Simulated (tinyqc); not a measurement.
# Undoped gate-all-around wire MOSFET, analytic charge model: effect of the gate work function less that of the intrinsic body

An undoped round wire of radius R under an insulator shell and a surrounding gate; long channel, electrons only, n = ni exp((psi - V)/Vt) with V the quasi-Fermi potential (0 at the source, Vd at the drain), constant mobility, no quantisation. The radial Poisson equation gives n(r) = n(0)/(1 - (1 - b) r^2/R^2)^2 with b = Q0/(Q + Q0). Q is the electron charge per area of the wire surface.

ni = sqrt(Nc Nv) exp(-Eg/(2 Vt)), Eg in volts; Cox = eps0 eox/(R ln(1 + tox/R)); Q0 = 4 eps0 eps_r Vt/R; V0 = dphi + Vt ln[8 eps0 eps_r Vt/(q ni R^2)]. Q solves Vg - V0 - V = Q/Cox + Vt ln(Q/Q0) + Vt ln(1 + Q/Q0). I = mu (2 pi R/L)[2 Vt (Qs - Qd) + (Qs^2 - Qd^2)/(2 Cox) + Vt Q0 ln((Qd + Q0)/(Qs + Q0))], with Qs at V = 0 and Qd at V = Vd.  I(low) is taken at Vg = 0.17 V, Qs and I(high) at Vg = 0.92 V.

Inputs (values chosen for the exercise); material values close to those of germanium: temperature T = 300 K; band gap Eg = 0.662 eV; relative permittivity of the semiconductor eps_r = 16; conduction-band density of states at T Nc = 1.02e19 cm^-3; valence-band density of states at T Nv = 6e18 cm^-3; relative permittivity of the gate insulator eox = 23; insulator thickness tox = 11 nm; wire radius R = 4 nm; channel mobility mu = 350 cm^2/(V s); gate length L = 1 um; drain voltage Vd = 0.1 V.

Constants: q = 1.602176634e-19 C, kB = 1.380649e-23 J/K, Vt = kB T/q, eps0 = 8.8541878128e-14 F/cm where lengths are in cm. Results are converted to the units shown.

Effect of the gate work function less that of the intrinsic body:
```
dphi (V)  V0 (V)  I(low) (nA)  Qs(high) (nC/cm^2)  I(high) (uA)
-0.07     0.2708        1.579                2134         1.722
-0.02     0.3208       0.2372                1957         1.568
0.03      0.3708      0.03449                1782         1.415
0.08      0.4208     0.004990                1608         1.263
0.13      0.4708     7.214e-4                1436         1.113
0.18      0.5208     1.043e-4                1265        0.9661
0.23      0.5708     1.507e-5                1098        0.8215
```

As dphi goes from -0.07 to 0.23 V, I(low) falls from 1.58 to 1.51e-5 nA and I(high) falls from 1.72 to 0.821 uA. V0 rises from 0.271 to 0.571 V. In every row the surface density at the source at the higher gate voltage passes 0.3 Nc, where Boltzmann statistics fail. In every row the body is thin enough for quantum confinement, left out here, to raise the threshold.

Numbers from tinyqc (`OMP_NUM_THREADS=1 python tinyqc.py 2460136 2460137 out.jsonl`; about 0.04 s on one thread of a shared Intel Xeon 2.30GHz).
